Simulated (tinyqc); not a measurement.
Defect equilibria of an oxide against oxygen pressure (mass action): one step, computed by the program tinyqc. Command: `OMP_NUM_THREADS=1 python tinyqc.py 3015285 3015286 out.jsonl brouwer walk`. One thread of a shared host (Intel(R) Xeon(R) Processor @ 2.30GHz), about 0.01 s of CPU time with the checks.

Defects: oxygen vacancies V (charge +2), electrons n, holes p, the ionic partner X = O_i'' (charge -2), and the dopant. Activities are taken equal to concentrations.

Problem. Conductivities. sigma_n = e n mu_n, sigma_p = e p mu_p, sigma_ion = 2 e [V] mu_V with mu_V = 2 e D/(k_B T) and D = D_0 exp(-E_m/k_B T); only the oxygen vacancies carry ionic current, and the ionic transport number is sigma_ion over the total.

Inputs (values chosen for the exercise, for a model oxide):
```
quantity,value,unit
temperature T,800,K
electron mobility mu_n,0.14,cm^2/(V s)
hole mobility mu_p,0.17,cm^2/(V s)
vacancy diffusion prefactor D_0,0.013,cm^2/s
vacancy migration energy E_m,1.1,eV
```

Ionic disorder: anion Frenkel. Dopant (singly charged, fully ionised): acceptor.

n = 4.030625e+17 cm^-3

[V] = 2.715312e+17 cm^-3

p = 473951.3 cm^-3

Constants: k_B = 8.617333262e-05 eV/K; e = 1.602176634e-19 C.

Give: sigma_n; sigma_p; sigma_ion; total conductivity; ionic transport number.

Solution.

sigma_n = 0.009041 S/cm

sigma_p = 1.291e-14 S/cm

sigma_ion = 3.858e-09 S/cm

total conductivity = 0.009041 S/cm

ionic transport number = 4.267e-07

The conductor is mainly n-type electronic here.
